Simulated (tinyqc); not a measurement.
Precursor delivery by bubblers, mass-transport growth and the solid composition of a III-V alloy: one step, computed by the program tinyqc. Command: `OMP_NUM_THREADS=1 python tinyqc.py 3012059 3012060 out.jsonl movpe_thermo walk`. One thread of a shared host (Intel(R) Xeon(R) Processor @ 2.30GHz), about 0.01 s of CPU time with the checks.

1 sccm = 44.615 micromol/min; 1 torr = 133.322 Pa. The sources decompose fully at the surface.

Problem. Partial pressures in the reactor. p_i = p n_i/(44615 F_t), F_t in slm; p_V = p F_V/(1000 F_t), counted per molecule supplied; V/III = 44.615 F_V/(n1 + n2); vapour fraction of source 2 = n2/(n1 + n2).

Inputs (values chosen for the exercise, modelled on trimethylgallium (source 1) and trimethylindium (source 2) for the vapour pressures):
```
quantity             value  unit
bath temperature T1    267     K
bath temperature T2    289     K
total flow F_t         5.9   slm
group-V flow F_V        26  sccm
reactor pressure p      40  torr
```

molar flow 1 = 119.7222 micromol/min

molar flow 2 = 11.28130 micromol/min

Give: p_1; p_2; p_V; V/III ratio; vapour fraction of source 2.

Solution.

p_1 = 0.01819 torr

p_2 = 0.001714 torr

p_V = 0.1763 torr

V/III ratio = 8.855

vapour fraction of source 2 = 0.08611

Caution: so low a V/III ratio is near the limit of smooth growth.
